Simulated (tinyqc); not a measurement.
Band edges of strained Si(1-x)Ge(x) on relaxed Si(1-y)Ge(y): one step. Conduction valleys of the layer. Three cases, with inputs chosen for the exercise.

Task: Give the hydrostatic shifts, the uniaxial shifts and the edges.

A valley with unit axis u lies at Ev + gap + (av + a_valley) tr(e) + Xu (u.e.u - tr(e)/3); the Delta axes are x, y, z and the L axes [111], [1-1-1], [-11-1], [-1-11]. The second-order shift of the Delta valleys under shear is left out; it lowers the pair normal to the sheared plane by tens of meV at a shear of 1 %.

Give: hydrostatic shifts of Delta and L; uniaxial shifts; valley edges.

Case 1.

Interpolated values (a in angstrom, C11, C12, C44 in GPa, all else in eV):
```
symbol       layer      buffer
a         5.438000    5.462310
Dso       0.045000    0.071950
av        2.450000    2.314700
b        -2.090000   -2.141700
d        -4.790000   -4.845000
C11     167.700000  163.487000
C12      63.900000   62.250000
C44      80.000000   78.658000
Ev        0.000000    0.069300
ED        1.160000    1.112858
EL        2.012000    1.870980
aD        1.780000    1.729400
aL       -3.030000   -3.031100
XuD       9.410000    9.444100
XuL      15.750000   15.679600
```

strain tensor in the cubic axes, rows x, y, z and columns alike:
$$\begin{pmatrix}
0.00232417 & -0.00214622 & -0.00214622 \\
-0.00214622 & 0.00232417 & -0.00214622 \\
-0.00214622 & -0.00214622 & 0.00232417
\end{pmatrix}$$

Result:

hydrostatic shifts of Delta and L (eV): [0.0295, -0.0040]

uniaxial shifts (eV): Delta x 0.0000, Delta y 0.0000, Delta z 0.0000, L [111] -0.0676, L [1-1-1] 0.0225, L [-11-1] 0.0225, L [-1-11] 0.0225

valley edges (eV): Delta x 1.1895, Delta y 1.1895, Delta z 1.1895, L [111] 1.9403, L [1-1-1] 2.0305, L [-11-1] 2.0305, L [-1-11] 2.0305

The lowest set is Delta6 (the digit counts whole valleys) at 1.1895 eV; the Delta valleys spread over 0 meV and the L valleys over 90 meV.

Case 2.

Interpolated values (a in angstrom, C11, C12, C44 in GPa, all else in eV):
```
symbol       layer      buffer
a         5.652000    5.625499
Dso       0.290000    0.262940
av        1.230000    1.366400
b        -2.580000   -2.528300
d        -5.290000   -5.232800
C11     130.100000  134.060000
C12      47.800000   49.516000
C44      66.100000   67.618000
Ev        0.700000    0.623000
ED        0.940000    0.943517
EL        0.747000    0.889230
aD        1.200000    1.270400
aL       -2.840000   -2.878500
XuD       9.260000    9.244600
XuL      14.920000   15.016800
```

strain tensor in the cubic axes, rows x, y, z and columns alike:
$$\begin{pmatrix}
-0.00127616 & 0.00341266 & 0.00000000 \\
0.00341266 & -0.00127616 & 0.00000000 \\
0.00000000 & 0.00000000 & -0.00468882
\end{pmatrix}$$

Result:

hydrostatic shifts of Delta and L (eV): [-0.0176, 0.0117]

uniaxial shifts (eV): Delta x 0.0105, Delta y 0.0105, Delta z -0.0211, L [111] 0.0339, L [1-1-1] -0.0339, L [-11-1] -0.0339, L [-1-11] 0.0339

valley edges (eV): Delta x 1.6329, Delta y 1.6329, Delta z 1.6013, L [111] 1.4926, L [1-1-1] 1.4247, L [-11-1] 1.4247, L [-1-11] 1.4926

The lowest set is L2 (the digit counts whole valleys) at 1.4247 eV; the Delta valleys spread over 32 meV and the L valleys over 68 meV.

Case 3.

Interpolated values (a in angstrom, C11, C12, C44 in GPa, all else in eV):
```
symbol       layer      buffer
a         5.654000    5.581947
Dso       0.291000    0.219370
av        1.230000    1.598300
b        -2.530000   -2.405300
d        -5.310000   -5.162100
C11     127.200000  138.017000
C12      48.500000   52.937000
C44      67.800000   71.164000
Ev        0.710000    0.504100
ED        0.926000    0.954197
EL        0.746000    1.111400
aD        1.270000    1.357000
aL       -2.820000   -2.817100
XuD       9.140000    9.250200
XuL      15.240000   15.512600
```

strain tensor in the cubic axes, rows x, y, z and columns alike:
$$\begin{pmatrix}
-0.00356564 & 0.00917815 & 0.00000000 \\
0.00917815 & -0.00356564 & 0.00000000 \\
0.00000000 & 0.00000000 & -0.01274379
\end{pmatrix}$$

Result:

hydrostatic shifts of Delta and L (eV): [-0.0497, 0.0316]

uniaxial shifts (eV): Delta x 0.0280, Delta y 0.0280, Delta z -0.0559, L [111] 0.0933, L [1-1-1] -0.0933, L [-11-1] -0.0933, L [-1-11] 0.0933

valley edges (eV): Delta x 1.6143, Delta y 1.6143, Delta z 1.5304, L [111] 1.5809, L [1-1-1] 1.3944, L [-11-1] 1.3944, L [-1-11] 1.5809

The lowest set is L2 (the digit counts whole valleys) at 1.3944 eV; the Delta valleys spread over 84 meV and the L valleys over 187 meV.

Computed by tinyqc, one run a case: `OMP_NUM_THREADS=1 python tinyqc.py N N+1 out.jsonl` with N = 1080830, 1080855, 1080962; one thread of a shared Intel(R) Xeon(R) Processor @ 2.30GHz, about 0.02 s a run at most.
